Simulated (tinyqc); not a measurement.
MOSFET in the linear regime without short-channel effects, parameter extraction from computed curves: one step of the calculation.

Inversion charge Q = Cox n Vt W0(exp((Vg - VT)/(n Vt))), W0 the Lambert function and n = nf; u = Q/Cox; mobility mu = mu0/(1 + th1 u + th2 u^2); channel resistance Rch = (L - dL)/(W mu Q); Id = Vd/(Rch + Rsd/W). Cox = eps0 eox/tox. Small Vd, no channel-length or drain effects.

Question. The Y function. Y_i = Id_i/sqrt(gm_i). For Id = beta Vd x/(1 + th x), x = Vg - VT, Y = sqrt(beta Vd) x whatever th. Slope s from points 7 and 10; VT_Y = Vg - Y/s at point 10; beta = s^2/Vd; mobility beta L/(W Cox) with the drawn L; th* = (beta Vd x/Id - 1)/x at point 10.

Parameters, values chosen for the exercise; channel values of the order met in silicon transistors:
- eox = 3.9 (relative permittivity of the gate insulator (close to silicon dioxide))
- tox = 5.8 nm (insulator thickness)
- mu0 = 260 cm^2/(V s) (low-field mobility)
- th2 = 0 1/V^2 (second mobility attenuation factor)
- W = 10 um (gate width)
- L = 0.35 um (drawn gate length)
- dL = 0.02 um (drawn less effective length)
- Vd = 0.025 V (drain voltage)

Constants: eps0 = 8.8541878128e-14 F/cm where lengths are in cm. Results are converted to the units shown.

```
point	Vg (V)	Id (uA)
0	0.32	0.019296468
1	0.42	0.27174821
2	0.52	2.4183685
3	0.62	8.2193861
4	0.72	15.581403
5	0.82	22.974203
6	0.92	29.924754
7	1.02	36.317845
8	1.12	42.153998
9	1.22	47.471890
10	1.32	52.320841
11	1.42	56.750470
```

gm, point 1 to 10 (uS): 11.995360  39.738189  65.815175  73.774082  71.716751  66.718210  61.146223  55.770226  50.834212  46.392902

Find: Y; s; VT_Y; beta; mobility from Y; th*.

Answer.

Y, point 1 to 10 (uA^0.5 V^0.5): 0.078462  0.38364  1.0132  1.8141  2.7129  3.6636  4.6445  5.6447  6.6582  7.6816
s = 10.124 uA^0.5 V^-0.5
VT_Y = 0.56123 V
beta = 4099.5 uA/V^2
mobility from Y = 241.00 cm^2/(V s)
th* = 0.64092 1/V

The mobility from Y is 13 % below mu0 L/(L - dL) = 276 cm^2/(V s), which it should reach in deep inversion when th2 = 0.

Computed by the program tinyqc: `OMP_NUM_THREADS=1 python tinyqc.py 2210163 2210164 out.jsonl`, one thread of a shared Intel Xeon 2.30GHz, about 0.01 s for the whole run.
